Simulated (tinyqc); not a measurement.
Two electrons on one impurity (helium-like model): one step. The minimum over a and b. Four cases, with inputs chosen for the exercise.

Problem. Give a, b, E, both binding energies and U, their difference.

Units Ha* = 2 Ry m/eps^2 and a* = a0 eps/m. One electron is bound by Z^2/2. Two electrons in the singlet built from exp(-a r) and exp(-b r): S = 8 (ab)^(3/2)/(a + b)^3, h_aa = a^2/2 - Z a, h_bb alike, h_ab = S (ab/2 - Z (a + b)/2), J = ab (a^2 + 3ab + b^2)/(a + b)^3, K = 20 (ab)^3/(a + b)^5, E = (h_aa + h_bb + 2 S h_ab + J + K)/(1 + S^2). For a = b this is a^2 - 2 Z a + 5a/8. Real double donors are deeper, since the central cell is left out.

Give: a, b; E; binding of the first and second electron; U.

Case 1.

Values chosen (out of a larger set: near those of impurities in Ge; not measured data): Z = 2.2 (effective charge (1: D- centre, 2: double donor; other values mimic a central cell)).

Ha* = 17.61586 meV
a* = 50.1488 angstrom
E with equal orbitals = -3.5626562 Ha*

Solution.

a, b (1/a*): 2.407  1.365

E = -3.59009 Ha*

binding of the first and second electron (meV): 42.63  20.61

U = 22.02 meV

Letting one electron stay close and the other roam (decay lengths 21 and 37 angstrom) gains 0.48 meV.

Case 2.

Values chosen (out of a larger set: near those of impurities in cubic GaN; not measured data): Z = 1.3 (effective charge (1: D- centre, 2: double donor; other values mimic a central cell)).

Ha* = 60.09220 meV
a* = 25.7662 angstrom
E with equal orbitals = -0.9751562 Ha*

Solution.

a, b (1/a*): 1.389  0.572

E = -1.00788 Ha*

binding of the first and second electron (meV): 50.78  9.79

U = 40.99 meV

Letting one electron stay close and the other roam (decay lengths 19 and 45 angstrom) gains 1.97 meV.

Case 3.

Values chosen (out of a larger set: near those of impurities in InP; not measured data): Z = 2.9 (effective charge (1: D- centre, 2: double donor; other values mimic a central cell)).

Ha* = 14.05476 meV
a* = 81.3126 angstrom
E with equal orbitals = -6.6951563 Ha*

Solution.

a, b (1/a*): 3.185  1.989

E = -6.72136 Ha*

binding of the first and second electron (meV): 59.10  35.37

U = 23.73 meV

Letting one electron stay close and the other roam (decay lengths 26 and 41 angstrom) gains 0.37 meV.

Case 4.

Values chosen (out of a larger set: near those of impurities in InP; not measured data): Z = 2 (effective charge (1: D- centre, 2: double donor; other values mimic a central cell)).

Ha* = 13.95115 meV
a* = 80.6365 angstrom
E with equal orbitals = -2.8476562 Ha*

Solution.

a, b (1/a*): 2.183  1.189

E = -2.87566 Ha*

binding of the first and second electron (meV): 27.90  12.22

U = 15.69 meV

Letting one electron stay close and the other roam (decay lengths 37 and 68 angstrom) gains 0.39 meV. The exact value for Z = 2 is -2.90372, 0.39 meV lower.

Computed by tinyqc, one run a case: `OMP_NUM_THREADS=1 python tinyqc.py N N+1 out.jsonl` with N = 1252181, 1252277, 1252491, 1252507; one thread of a shared Intel(R) Xeon(R) Processor @ 2.30GHz, about 0.05 s a run at most.
